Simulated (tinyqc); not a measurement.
# Fully depleted semiconductor-on-insulator film with two gates, non-linear Poisson equation by Newton steps, step by step

tinyqc, about 0.5 s, one thread, Intel Xeon 2.30GHz (shared host): `OMP_NUM_THREADS=1 python tinyqc.py 2190171 2190172 out.jsonl` Printed values are rounded.

One dimension across the film, front interface at x = 0, back interface at x = ts. psi is counted from the intrinsic level, n = ni exp(psi/Vt) (source grounded), holes neglected, acceptors ionised. Gates act through Cox = eps0 eox/tox and Cbox = 3.9 eps0/tb with potentials G1 = Vg - (phiM - chi - Vt ln(Nc/ni)) and G2 = Vb - (phiB - chi - Vt ln(Nc/ni)). Classical Boltzmann densities, no interface charge, no depletion in the back plane.

Parameters, values chosen for the exercise; band and dielectric values those of a made-up semiconductor:
```
symbol,value,unit,meaning
T,300,K,temperature
Eg,1.03,eV,band gap
eps_r,9.34,,relative permittivity
Nc,2.94e19,cm^-3,conduction-band density of states at T
Nv,2.9e19,cm^-3,valence-band density of states at T
chi,3.71,eV,electron affinity
eox,25.7,,relative permittivity of the gate insulator (close to zirconium oxide)
tox,3.6,nm,insulator thickness
ts,16,nm,film thickness
tb,120,nm,buried-oxide thickness (eps_r 3.9)
Na,1e15,cm^-3,acceptor density of the film
phiM,4.27,eV,work function of the front gate
phiB,4.69,eV,work function of the back plane
Vb,1.2,V,back-gate voltage
Vg,0.61,V,front-gate voltage
```

Constants: q = 1.602176634e-19 C, kB = 1.380649e-23 J/K, Vt = kB T/q, eps0 = 8.8541878128e-14 F/cm where lengths are in cm. Results are converted to the units shown.

## Capacitances and gate potentials

ni = sqrt(Nc Nv) exp(-Eg/(2 Vt)), Eg in volts; Cox, Cbox, G1, G2 as defined; Cs = eps0 eps_r/ts; a = eps0 eps_r/h with h = ts/8; coupling ratio of a depleted film Cs Cbox/(Cox (Cs + Cbox)).

ni = 6.51259e10 cm^-3
Cox = 6.32091 uF/cm^2
Cbox = 0.0287761 uF/cm^2
Cs = 0.516863 uF/cm^2
a = 4.13491 uF/cm^2
G1 = 0.565177 V
G2 = 0.735177 V
coupling ratio = 0.00431244

## Iteration 1: density, residual and Jacobian diagonal

| node | psi at the start (V) |
|---|---|
| 0 | 0.05 |
| 1 | 0.05 |
| 2 | 0.05 |
| 3 | 0.05 |
| 4 | 0.05 |
| 5 | 0.05 |
| 6 | 0.05 |
| 7 | 0.05 |
| 8 | 0.05 |

Nodes 0 to 8, h = ts/8, box widths w = h (h/2 at both ends), a = eps0 eps_r/h. F_i = a (psi_(i+1) - 2 psi_i + psi_(i-1)) - q w_i (n_i + Na); F_0 = a (psi_1 - psi_0) + Cox (G1 - psi_0) - q w_0 (n_0 + Na); F_8 = a (psi_7 - psi_8) + Cbox (G2 - psi_8) - q w_8 (n_8 + Na). Diagonal b_i = -2 a - q w_i n_i/Vt, with -a - Cox and -a - Cbox in place of -2 a at the ends.

| node | n (cm^-3) | residual F (C/cm^2) | diagonal b (F/cm^2) |
|---|---|---|---|
| 0 | 4.50522e11 | 3.25637e-6 | -1.04558e-5 |
| 1 | 4.50522e11 | -3.20580e-11 | -8.26981e-6 |
| 2 | 4.50522e11 | -3.20580e-11 | -8.26981e-6 |
| 3 | 4.50522e11 | -3.20580e-11 | -8.26981e-6 |
| 4 | 4.50522e11 | -3.20580e-11 | -8.26981e-6 |
| 5 | 4.50522e11 | -3.20580e-11 | -8.26981e-6 |
| 6 | 4.50522e11 | -3.20580e-11 | -8.26981e-6 |
| 7 | 4.50522e11 | -3.20580e-11 | -8.26981e-6 |
| 8 | 4.50522e11 | 1.97007e-8 | -4.16368e-6 |

## Iteration 1: Newton step

Solve a d_(i-1) + b_i d_i + a d_(i+1) = -F_i for all nodes. Half of the step is added while the largest |d| exceeds 1.5 Vt, the full step after that.

| node | Newton step d, before damping (V) | psi after iteration 1 (V) |
|---|---|---|
| 0 | 0.515867 | 0.307934 |
| 1 | 0.516926 | 0.308463 |
| 2 | 0.517993 | 0.308997 |
| 3 | 0.519068 | 0.309534 |
| 4 | 0.520151 | 0.310075 |
| 5 | 0.521241 | 0.310621 |
| 6 | 0.522339 | 0.311170 |
| 7 | 0.523445 | 0.311723 |
| 8 | 0.524559 | 0.312280 |

## Course of the Newton iteration

Stop when the largest undamped |d| is below 1e-9 V, or after 80 iterations.

Course of the iteration:

| iteration | largest \|F\| (C/cm^2) | largest \|d\| (V) |
|---|---|---|
| 1 | 3.26e-6 | 0.525 |
| 2 | 1.63e-6 | 0.254 |
| 3 | 7.94e-7 | 0.0836 |
| 4 | 3.46e-7 | 0.0254 |
| 5 | 7.28e-8 | 5.37e-3 |
| 6 | 2.95e-9 | 3.96e-4 |
| 7 | 5.90e-12 | 1.88e-6 |
| 8 | 3.02e-17 | 4.07e-11 |

Converged in 8 iterations.

## Electron sheet density, centroid and oxide fields

| node | converged psi (V) |
|---|---|
| 0 | 0.497950 |
| 1 | 0.453691 |
| 2 | 0.430561 |
| 3 | 0.416070 |
| 4 | 0.406516 |
| 5 | 0.400374 |
| 6 | 0.396926 |
| 7 | 0.395836 |
| 8 | 0.397007 |

n_i = ni exp(psi_i/Vt); N_inv = sum w_i n_i with w = ts/8, halved at the ends; centroid sum w n x/N_inv; fields (G1 - psi_0)/tox and (G2 - psi_8)/tb.

| node | n (cm^-3) |
|---|---|
| 0 | 1.50990e19 |
| 1 | 2.72540e18 |
| 2 | 1.11392e18 |
| 3 | 6.35949e17 |
| 4 | 4.39454e17 |
| 5 | 3.46534e17 |
| 6 | 3.03265e17 |
| 7 | 2.90744e17 |
| 8 | 3.04214e17 |

N_inv = 2.71137e12 cm^-2
centroid = 2.27534 nm
field in the front oxide = 0.186741 MV/cm
field in the buried oxide = 0.0281808 MV/cm

The centroid lies at 0.14 of the film, near the front interface. A 400-interval mesh gives N_inv = 2.392e12 cm^-2; this mesh is 13 % above it.
